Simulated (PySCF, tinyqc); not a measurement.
Worked calculation: FCI on RHF in the sto-6g basis, frozen core, for B+, spin multiplicity 1. The lowest restricted solution is unstable here: a spin-polarised one lies 0.0000 hartree lower (PySCF). Computed by tinyqc, a small Python program that keeps every step (integrals from PySCF). Settings: charge = 1, multiplicity = 1, basis = sto-6g, method = RHF, frozen orbitals = 1, energy threshold = 1e-10, iteration cap = 55, orthogonalisation = symmetric, start = atomic densities, DIIS depth = 6, ci = FCI. Command: `OMP_NUM_THREADS=1 python tinyqc.py 31221 31222 out.jsonl` (the two numbers bound the seeds that draw the settings). One thread of a shared host (Intel(R) Xeon(R) Processor @ 2.60GHz), about 0.06 s of CPU time with the checks. The early iterations of the SCF are left out here.

## One-electron integrals

Geometry (angstrom):
```
atom        x        y        z
B     0.00000  0.00000  0.00000
```

Basis sto-6g: exponents (1/bohr^2) and contraction coefficients of normalised primitives:
```
element  l (shell)   exponent  coefficient
B            s (1)  506.01115      0.00916
B            s (1)   92.77681      0.04936
B            s (1)   25.95566      0.16854
B            s (1)    8.91645      0.37056
B            s (1)    3.46251      0.41649
B            s (1)    1.42605      0.13033
B            s (2)   23.19458     -0.01325
B            s (2)    4.59081     -0.04699
B            s (2)    1.42682     -0.03379
B            s (2)    0.54895      0.25024
B            s (2)    0.23841      0.59512
B            s (2)    0.10928      0.24071
B            p (3)   23.19458      0.00376
B            p (3)    4.59081      0.03768
B            p (3)    1.42682      0.17390
B            p (3)    0.54895      0.41804
B            p (3)    0.23841      0.42586
B            p (3)    0.10928      0.10171
```

Overlap, kinetic and nuclear-attraction integrals over the contracted functions; the nuclear repulsion is the sum of Za Zb / Rab.

nuclear repulsion = 0 hartree

overlap S, lower triangle:
```
          1B 1s    1B 2s   1B 2px   1B 2py   1B 2pz
1B 1s   1.00000
1B 2s   0.26489  1.00000
1B 2px  0.00000  0.00000  1.00000
1B 2py  0.00000  0.00000  0.00000  1.00000
1B 2pz  0.00000  0.00000  0.00000  0.00000  1.00000
```

kinetic energy T (hartree), lower triangle:
```
           1B 1s    1B 2s   1B 2px   1B 2py   1B 2pz
1B 1s   10.94724
1B 2s   -0.33388  0.37450
1B 2px   0.00000  0.00000  1.12503
1B 2py   0.00000  0.00000  0.00000  1.12503
1B 2pz   0.00000  0.00000  0.00000  0.00000  1.12503
```

nuclear attraction V (hartree), lower triangle:
```
            1B 1s     1B 2s    1B 2px    1B 2py    1B 2pz
1B 1s   -23.39172
1B 2s    -2.74419  -3.75015
1B 2px    0.00000   0.00000  -3.74998
1B 2py    0.00000   0.00000   0.00000  -3.74998
1B 2pz    0.00000   0.00000   0.00000   0.00000  -3.74998
```

core Hamiltonian H = T + V (hartree), lower triangle:
```
            1B 1s     1B 2s    1B 2px    1B 2py    1B 2pz
1B 1s   -12.44448
1B 2s    -3.07807  -3.37565
1B 2px    0.00000   0.00000  -2.62495
1B 2py    0.00000   0.00000   0.00000  -2.62495
1B 2pz    0.00000   0.00000   0.00000   0.00000  -2.62495
```

## Two-electron integrals

Functions are numbered as in S; the eight-fold symmetry (ij|kl) = (ji|kl) = (kl|ij) leaves the list below.

Two-electron integrals (ij|kl) in chemists' order, unique and non-zero (hartree):
```
(11|11) 2.92499   (21|11) 0.48076   (21|21) 0.09948   (22|11) 0.74345
(22|21) 0.18897   (22|22) 0.54492   (31|31) 0.02110   (32|31) 0.03085
(32|32) 0.12044   (33|11) 0.74345   (33|21) 0.18897   (33|22) 0.54492
(33|33) 0.58711   (41|41) 0.02110   (42|41) 0.03085   (42|42) 0.12044
(43|43) 0.03164   (44|11) 0.74345   (44|21) 0.18897   (44|22) 0.54492
(44|33) 0.52383   (44|44) 0.58711   (51|51) 0.02110   (52|51) 0.03085
(52|52) 0.12044   (53|53) 0.03164   (54|54) 0.03164   (55|11) 0.74345
(55|21) 0.18897   (55|22) 0.54492   (55|33) 0.52383   (55|44) 0.52383
(55|55) 0.58711
```

## Orthogonalisation

S = U s U^T; symmetric (Loewdin) form X = U s^(-1/2) U^T, so that X^T S X = 1.

eigenvalues of S: 0.73511  1.00000  1.00000  1.00000  1.26489

X, lower triangle:
```
           1B 1s    1B 2s   1B 2px   1B 2py   1B 2pz
1B 1s    1.02774
1B 2s   -0.13860  1.02774
1B 2px   0.00000  0.00000  1.00000
1B 2py   0.00000  0.00000  0.00000  1.00000
1B 2pz   0.00000  0.00000  0.00000  0.00000  1.00000
```

## Iteration 3 (converged): orbitals

converged F (hartree), lower triangle:
```
           1B 1s     1B 2s    1B 2px    1B 2py    1B 2pz
1B 1s   -8.08056
1B 2s   -2.23104  -1.40516
1B 2px   0.00000   0.00000  -0.20373
1B 2py   0.00000   0.00000   0.00000  -0.20373
1B 2pz   0.00000   0.00000   0.00000   0.00000  -0.20373
```

Diagonalise F' = X^T F X, C = X C', fill 2 alpha and 2 beta electrons from the bottom; D = 2 C_occ C_occ^T. Each column has its largest component positive (the first on a tie).

F' = X^T F X (hartree), lower triangle:
```
          1         2         3         4         5
1  -7.92653
2  -1.04825  -1.00384
3   0.00000   0.00000  -0.20373
4   0.00000   0.00000   0.00000  -0.20373
5   0.00000   0.00000   0.00000   0.00000  -0.20373
```

orbital energies (hartree): MO1 -8.08178, MO2 -0.84860, MO3 -0.20373, MO4 -0.20373, MO5 -0.20373

coefficients C:
```
            MO1       MO2      MO3      MO4      MO5
1B 1s   0.99635  -0.28767  0.00000  0.00000  0.00000
1B 2s   0.01347   1.03696  0.00000  0.00000  0.00000
1B 2px  0.00000   0.00000  1.00000  0.00000  0.00000
1B 2py  0.00000   0.00000  0.00000  1.00000  0.00000
1B 2pz  0.00000   0.00000  0.00000  0.00000  1.00000
```

D after iteration 3, lower triangle:
```
           1B 1s    1B 2s   1B 2px   1B 2py   1B 2pz
1B 1s    2.15092
1B 2s   -0.56976  2.15092
1B 2px   0.00000  0.00000  0.00000
1B 2py   0.00000  0.00000  0.00000  0.00000
1B 2pz   0.00000  0.00000  0.00000  0.00000  0.00000
```

Within a degenerate level the vectors are fixed only up to a rotation; this is one choice.

## Convergence

Stop when the energy changes by less than 1e-10 hartree and every element of the error matrix X^T (F D S - S D F) X is below 3e-06.

Course of the cycle:
```
iteration  E (hartree)     change  largest element of the error matrix
1          -20.9806092          -                             1.40e-02
2          -24.1905624  -3.21e+00                             2.83e-15
3          -24.1905624   7.11e-15                             2.83e-15
```

PySCF RHF in the same basis = -24.1905624 hartree

Converged in 3 iterations.

## Integrals over molecular orbitals

(pq|rs) = sum C_ip C_jq C_kr C_ls (ij|kl), one index at a time.

one-electron integrals over orbitals h = C^T H C (hartree), lower triangle:
```
           1         2         3         4         5
1  -12.43697
2    0.35141  -2.82321
3    0.00000   0.00000  -2.62495
4    0.00000   0.00000   0.00000  -2.62495
5    0.00000   0.00000   0.00000   0.00000  -2.62495
```

Two-electron integrals over orbitals (pq|rs), unique and non-zero (hartree); the lowest 1 orbital is frozen and left out:
```
(22|22) 0.52788   (32|32) 0.11285   (33|22) 0.53473   (33|33) 0.58711
(42|42) 0.11285   (43|43) 0.03164   (44|22) 0.53473   (44|33) 0.52383
(44|44) 0.58711   (52|52) 0.11285   (53|53) 0.03164   (54|54) 0.03164
(55|22) 0.53473   (55|33) 0.52383   (55|44) 0.52383   (55|55) 0.58711
```

## FCI: determinants and Hamiltonian

one-electron integrals dressed by the frozen orbital, h + 2 (pq|11) - (p1|1q) (hartree), lower triangle:
```
          2         3         4         5
2  -1.37648
3   0.00000  -1.16034
4   0.00000   0.00000  -1.16034
5   0.00000   0.00000   0.00000  -1.16034
```

energy of the frozen orbital, 2 h_11 + (11|11) = -21.9654865 hartree

Hartree-Fock energy = -24.1905624 hartree

Slater-Condon rules over spin orbitals, with the nuclear repulsion and the energy of the frozen orbital added and E(HF) subtracted on the diagonal.

Occupation strings over the orbitals (2 doubly, a alpha, b beta, 0 empty; spin orbitals ordered 1a 1b 2a 2b ...): 22000 2ab00 2a0b0 2a00b 2ba00 2b0a0 2b00a 20200 20ab0 20a0b 20ba0 20020 200ab 20b0a 200ba 20002

H - E(HF) between determinants (hartree), lower triangle:
```
         22000     2ab00     2a0b0     2a00b    2ba00    2b0a0    2b00a    20200
22000  0.00000
2ab00  0.00000   0.22298
2a0b0  0.00000   0.00000   0.22298
2a00b  0.00000   0.00000   0.00000   0.22298
2ba00  0.00000  -0.11285   0.00000   0.00000  0.22298
2b0a0  0.00000   0.00000  -0.11285   0.00000  0.00000  0.22298
2b00a  0.00000   0.00000   0.00000  -0.11285  0.00000  0.00000  0.22298
20200  0.11285   0.00000   0.00000   0.00000  0.00000  0.00000  0.00000  0.49150
20ab0  0.00000   0.00000   0.00000   0.00000  0.00000  0.00000  0.00000  0.00000
20a0b  0.00000   0.00000   0.00000   0.00000  0.00000  0.00000  0.00000  0.00000
20ba0  0.00000   0.00000   0.00000   0.00000  0.00000  0.00000  0.00000  0.00000
20020  0.11285   0.00000   0.00000   0.00000  0.00000  0.00000  0.00000  0.03164
200ab  0.00000   0.00000   0.00000   0.00000  0.00000  0.00000  0.00000  0.00000
20b0a  0.00000   0.00000   0.00000   0.00000  0.00000  0.00000  0.00000  0.00000
200ba  0.00000   0.00000   0.00000   0.00000  0.00000  0.00000  0.00000  0.00000
20002  0.11285   0.00000   0.00000   0.00000  0.00000  0.00000  0.00000  0.03164

          20ab0     20a0b    20ba0    20020     200ab    20b0a    200ba    20002
20ab0   0.42822
20a0b   0.00000   0.42822
20ba0  -0.03164   0.00000  0.42822
20020   0.00000   0.00000  0.00000  0.49150
200ab   0.00000   0.00000  0.00000  0.00000   0.42822
20b0a   0.00000  -0.03164  0.00000  0.00000   0.00000  0.42822
200ba   0.00000   0.00000  0.00000  0.00000  -0.03164  0.00000  0.42822
20002   0.00000   0.00000  0.00000  0.03164   0.00000  0.00000  0.00000  0.49150
```

## FCI: roots

Diagonalise (each vector has its largest component positive (the first on a tie)); all determinants have Ms = 0, so triplets appear too. The lowest singlet root is the correlation energy.

lowest roots of this matrix, relative to E(HF) (hartree): -0.06195  0.11013  0.11013  0.11013  0.33583  0.33583  0.33583  0.39658

lowest vectors:
```
         root 1   root 2    root 3    root 4
22000   0.95327  0.00000   0.00000   0.00000
2ab00   0.00000  0.41271   0.57417   0.00000
2a0b0   0.00000  0.39859  -0.28650   0.50896
2a00b   0.00000  0.41328  -0.29706  -0.49087
2ba00   0.00000  0.41271   0.57417   0.00000
2b0a0   0.00000  0.39859  -0.28650   0.50896
2b00a   0.00000  0.41328  -0.29706  -0.49087
20200  -0.17443  0.00000   0.00000   0.00000
20ab0   0.00000  0.00000   0.00000   0.00000
20a0b   0.00000  0.00000   0.00000   0.00000
20ba0   0.00000  0.00000   0.00000   0.00000
20020  -0.17443  0.00000   0.00000   0.00000
200ab   0.00000  0.00000   0.00000   0.00000
20b0a   0.00000  0.00000   0.00000   0.00000
200ba   0.00000  0.00000   0.00000   0.00000
20002  -0.17443  0.00000   0.00000   0.00000
```

<S^2> of these roots: 0.00000  2.00000  2.00000  2.00000  0.00000  0.00000  0.00000  2.00000

weight of the ground state by excitation level 0, 1, 2, ...: 0.90872  0.00000  0.09128

Within a degenerate level the vectors are fixed only up to a rotation; this is one choice.
